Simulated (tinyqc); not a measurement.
Inside a calculation: valley splitting in a one-orbital chain of atomic planes (second-neighbour model). Values are carried at full precision from step to step, so a last printed digit may differ when a step is redone from the rounded ones.

Each (001) plane carries one orbital with energy e0, hopping v to the next plane and u to the second: E(phi) = e0 + 2 v cos(phi) + 2 u cos(2 phi), where phi = pi - k a/4 (the sign of every second orbital is chosen so that v > 0, which shifts the phase by pi). The minimum lies at cos(phi0) = -v/(4u), phi0 = pi - (pi/2) k0 for a valley at k0 (2 pi/a), and e0 puts it at zero. A slab of N planes has hard walls: the matrix simply ends.

Constants: hbar^2/2m0 = 3.80998211 eV angstrom^2.

Inputs chosen for the exercise (near those of the Delta valleys of silicon; abrupt walls in this chain split the valleys several times more than measured wells; shifted at random, so the results belong to these values and not to a real crystal): a = 5.433 angstrom (lattice constant; planes lie a/4 apart); k0 = 0.874 2 pi/a (position of the valley); ml = 0.86 m0 (longitudinal mass); N = 9 (planes in the small slab).

## Hoppings from the valley position and mass

The curvature at the minimum is d2E/dphi2 = 8 u sin^2(phi0) = (2c/ml)/(a/4)^2 with c = hbar^2/2m0; v = -4 u cos(phi0); e0 = 2u + v^2/(4u).

phi0 = 1.76872 rad
u = 0.62450 eV
v = 0.49118 eV
e0 = 1.34557 eV

## The bulk band

E at phi = j pi/10.

Band:
```
phi/pi  E (eV)
0.0     3.5769
0.1     3.2903
0.2     2.5263
0.3     1.5370
0.4     0.6387
0.5     0.0966
0.6     0.0316
0.7     0.3822
0.8     0.9368
0.9     1.4217
1.0     1.6122
```

## Hamiltonian of the slab

e0 on the diagonal, v and u on the first and second off-diagonals.

H (eV):
```
[[1.3456, 0.4912, 0.6245, 0, 0, 0, 0, 0, 0],
 [0.4912, 1.3456, 0.4912, 0.6245, 0, 0, 0, 0, 0],
 [0.6245, 0.4912, 1.3456, 0.4912, 0.6245, 0, 0, 0, 0],
 [0, 0.6245, 0.4912, 1.3456, 0.4912, 0.6245, 0, 0, 0],
 [0, 0, 0.6245, 0.4912, 1.3456, 0.4912, 0.6245, 0, 0],
 [0, 0, 0, 0.6245, 0.4912, 1.3456, 0.4912, 0.6245, 0],
 [0, 0, 0, 0, 0.6245, 0.4912, 1.3456, 0.4912, 0.6245],
 [0, 0, 0, 0, 0, 0.6245, 0.4912, 1.3456, 0.4912],
 [0, 0, 0, 0, 0, 0, 0.6245, 0.4912, 1.3456]]
```

## Levels and the valley doublet

Diagonalise H. The two lowest levels are the doublet made from the valleys at +k0 and -k0; give their splitting, the weights of the lowest state, and its parity under reversal of the planes.

levels (eV): [0.1701, 0.2142, 0.6076, 0.8010, 1.1454, 1.4324, 1.7766, 2.6414, 3.3216]

splitting = 44.12 meV

weights on the planes: [0.062, 0.086, 0.056, 0.296, 0.000, 0.296, 0.056, 0.086, 0.062]

parity of the lowest state: odd

The mean of the doublet lies 0.1921 eV above the bulk minimum, and level 3 lies 0.4155 eV above that mean; the weights oscillate from plane to plane because the two valleys interfere.

## Checks

- Mean of the doublet for 400 planes against the effective-mass level with W = 402 a/4 (meV): both 0.1467.

(tinyqc, `OMP_NUM_THREADS=1 python tinyqc.py 1481837 1481838 out.jsonl`, Intel(R) Xeon(R) Processor @ 2.30GHz, 1 thread, shared host, about 0.02 s.)
